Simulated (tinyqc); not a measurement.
Inside a calculation: nanosheet or nanowire with hard walls, valleys of the Si type. Values are carried at full precision from step to step, so a last printed digit may differ when a step is redone from the rounded ones.

Six ellipsoidal valleys along the cube axes: inverse mass tensor w = 1/mt + (1/ml - 1/mt) a a^T with a the unit axis. Device axes: x along the channel, z = [001], y = z x x.

Constants: hbar^2/2m0 = 3.80998211 eV angstrom^2; hbar = 6.58211957e-16 eV s; e^2/h = 3.874045865e-05 S; kB = 8.617333262e-05 eV/K.

Parameters, chosen for this exercise (near those of Si; the results hold for these values, not for the real material): ml = 0.923 m0 (longitudinal mass); mt = 0.193 m0 (transverse mass); channel = 110 (transport direction x on a (001) wafer); W = 215 angstrom (width, along y); H = 40 angstrom (height, along z = [001]); dE = 0.05 eV (EF above the lowest subband edge); T = 300 K (temperature); g_all = 6 (number of valleys).

## Valley masses for a [110] channel

Rotate w into the device axes and group equal valleys (|w_yz| counts); order by w_zz, then w_yy. 1/m_x = w_xx - w_xc w_c^-1 w_cx with c the block (y, z).

Valleys:
```
group  valleys g    w_yy    w_zz  |w_yz|  m_x (m0)
A              2  5.1813  1.0834  0.0000    0.1930
B              4  3.1324  5.1813  0.0000    0.5580
```

The lightest transport mass, 0.193 m0, belongs to group A.

## One-dimensional subbands

Hard walls around a W x H rectangle. The block w_c of w in (y, z) confines; the transport mass follows from 1/m_x = w_xx - w_xc w_c^-1 w_cx. The cross-section problem c (w_yy ky^2 + 2 w_yz ky kz + w_zz kz^2), c = hbar^2/2m0, is solved in products sin(n pi y/W) sin(l pi z/H), n, l = 1 to 12; if w_yz = 0 the levels are c pi^2 (w_yy n^2/W^2 + w_zz l^2/H^2). The w_yz term couples (n, l) to (n', l') by -2 c w_yz D_nn'(W) D_ll'(H) with D_nm(L) = 4 n m/(L (n^2 - m^2)) for n + m odd and 0 otherwise.

The ten lowest levels of all groups together, numbered within each group.

Subbands:
```
label  valleys g  m_x (m0)  E (eV)
A1             2    0.1930  0.0297
A2             2    0.1930  0.0423
A3             2    0.1930  0.0634
A4             2    0.1930  0.0929
A5             2    0.1930  0.1061
A6             2    0.1930  0.1187
B1             4    0.5580  0.1243
A7             2    0.1930  0.1308
B2             4    0.5580  0.1320
A8             2    0.1930  0.1398
```

The lowest subband is A1; the number of further ones in the list within kB T = 25.9 meV of it at 300 K is 1.

## Modes, density and velocity at zero temperature

With EF = E_lowest + dE, each subband below EF has k_F = sqrt(m_x (EF - E)/c), carries n = 2 g k_F/pi electrons per length (spin included), moves at v = 2 c k_F/(hbar m_x) and adds 2 g e^2/h to the ballistic conductance; c = hbar^2/2m0, 1 angstrom/s = 1e-8 cm/s.

Occupied subbands:
```
label  k_F (1/angstrom)  n (1/nm)  v (1e7 cm/s)
A1               0.0503     0.641          3.02
A2               0.0435     0.554          2.61
A3               0.0287     0.366          1.72
```

total n = 1.560 1/nm
ballistic conductance = 464.9 microsiemens

EF lies below the last listed level, so the count is complete for these valleys (other families, and non-parabolicity above about 0.2 eV, are left out): 3 subbands with 6 valley modes. The Fermi velocity, averaged with the densities as weights, is 2.57 x 1e7 cm/s; the mean over all filled states moving one way is half of it.

## Threshold shift from confinement

Without degeneracy the line density is N1 exp((EF - Ec)/kB T) with N1 = sum 2 g sqrt(m_x kB T/(4 pi c)) exp(-E/kB T), here over n, l up to 80 where w_yz = 0 and over all levels of a 12 x 12 sine basis otherwise; the classical value is W H Nc with Nc = 2 g_all (m_dos kB T/(4 pi c))^(3/2), m_dos = (ml mt^2)^(1/3); dVt = kB T ln(W H Nc/N1).

Form N1, W H Nc and dVt.

N1 = 0.3011 1/nm
W H Nc = 2.401 1/nm
dVt = 53.7 mV

## Checks

- Lowest level of group A on a 40 x 40 difference grid against the sine basis, eV: both 0.030.

Computed by tinyqc, a small Python program: `OMP_NUM_THREADS=1 python tinyqc.py 1250964 1250965 out.jsonl` (the numbers bound the seed that draws the inputs); one thread of a shared host (Intel(R) Xeon(R) Processor @ 2.30GHz), about 0.03 s for the whole set of steps.
